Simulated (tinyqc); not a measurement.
In-plane mass from two subband densities.

Inverse problem. At zero temperature each occupied subband holds N_k = D (EF - E_k), D = md m0 q/(pi hbar^2) per eV. Two subbands are occupied. Find md, EF - E1 and EF - E2.

Constants: q = 1.602176634e-19 C, hbar = 1.054571817e-34 J s, m0 = 9.1093837015e-31 kg. Results are converted to the units shown.

N1, N2 (cm^-2): [4.4492825e11, 2.9e11]
E2 - E1 = 12.2 meV

Answer. N1 - N2 = D (E2 - E1) gives D and so md; each N_k/D is a distance to EF.

md = 0.0304 m0
EF - E1 = 35.0 meV
EF - E2 = 22.8 meV

Numbers from tinyqc (`OMP_NUM_THREADS=1 python tinyqc.py 2140039 2140040 out.jsonl`; about 0.2 s on one thread of a shared Intel Xeon 2.30GHz).
